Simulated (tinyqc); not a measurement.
# Changing the tail width E_t

Model: field-effect mobility of a thin-film transistor with band-tail and deep states (multiple trapping). Computed by tinyqc, a small Python program. Command: `OMP_NUM_THREADS=1 python tinyqc.py 3014494 3014495 out.jsonl tft sweep`. One thread of a shared host (Intel(R) Xeon(R) Processor @ 2.30GHz), about 0.1 s of CPU time with the checks.

A thick film in accumulation at small drain voltage. Only free electrons move; trapped ones still screen the gate. N_c and mu_0 are held fixed when T changes, leaving out the T^(3/2) growth of N_c. x = E_0 - psi is the distance of the Fermi level below the band edge.

Inputs (values chosen for the exercise, modelled on nanocrystalline ZnO):
```
quantity,value,unit
permittivity eps,8.5,-
effective density of states N_c,4.1e+18,1/cm^3
band mobility mu_0,39,cm^2/(V s)
tail density at the edge g_t,1.7e+20,1/(eV cm^3)
"flat-band Fermi level below the edge, E_0",0.69,eV
equivalent oxide thickness t,8.3,nm
surface band bending psi_s as a fraction of E_0,0.71,-
temperature T,350,K
```

Deep states: none.

Constants: k_B = 8.617333262e-05 eV/K; e = 1.602176634e-19 C; eps_0 = 8.8541878128e-12 F/m.

Method:
- F_j(eta) = int_0^infinity x^j/(1 + exp(x - eta)) dx, without a gamma-function factor.
- Integrals over x = E/(k_B T) use 160 Gauss-Legendre points in u = sqrt(x) from 0 to sqrt(max(eta, 0) + 32).
- Free n(x) = N_c (2/sqrt(pi)) F_1/2(-x/k_B T), with F_1/2 from its two-term series in exp(-x/k_B T) for x >= 12 k_B T; tail n_t(x) = int_0^1.2eV g_t exp(-E/E_t)/(1 + exp((x - E)/k_B T)) dE, E counted down from the edge, 120 Gauss-Legendre points; space charge rho(psi) = n + n_t less its value at psi = 0.
- Poisson: F(psi) = sqrt((2 e/(eps eps_0)) int_0^psi rho dpsi'); V_G - V_FB = psi_s + eps F(psi_s) t/3.9; free sheet density N_f = int (n - n(E_0))/F dpsi; induced sheet density N_i = eps eps_0 F(psi_s)/e; trapezoid rule on 301 even points in psi, the first interval left out of N_f.
- mu_eff = mu_0 N_f/N_i; field-effect mobility mu_FE = mu_0 e (dN_f/dV_G)/C_ox and swing S = dV_G/dlog10(N_f), by a central difference of +/- 2 mV in psi_s; C_ox = 3.9 eps_0/t.

One run for each value:
```
tail width E_t (meV),effective mobility mu_eff (cm^2/(V s)),V_G - V_FB (V),swing S (mV/decade)
12.0,2.1361e+01,0.51023,185.67
21.7,9.6719e+00,0.51993,204.13
31.4,2.8332e+00,0.54265,217.56
41.1,7.8963e-01,0.58325,226.94
50.9,2.7308e-01,0.64126,242.84
60.6,1.1860e-01,0.71259,261.81
80.0,3.5004e-02,0.88513,300.91
```

Give the missing row, tail width E_t (meV) = 70.3.

Computed row:
```
tail width E_t (meV)  effective mobility mu_eff (cm^2/(V s))  V_G - V_FB (V)  swing S (mV/decade)
70.3                                              6.0643e-02         0.79478               281.52
```

Interpolating between the two neighbouring rows (the first column on a logarithmic scale, the others too where they are positive) misses most in effective mobility mu_eff (cm^2/(V s)), by 1.9 %. Over the rows, effective mobility mu_eff (cm^2/(V s)) falls from 21.4 to 0.0350 (exponent d ln y / d ln x -1.3 between the first rows and -4.3 between the last); V_G - V_FB (V) rises from 0.510 to 0.885 (exponent d ln y / d ln x 0.032 between the first rows and 0.83 between the last); swing S (mV/decade) rises from 186 to 301 (exponent d ln y / d ln x 0.16 between the first rows and 0.52 between the last).

Caution (rows 12.0, 21.7): the band bending extends over more than 0.2 micrometre, deeper than most thin films, so the thick-film assumption is doubtful.
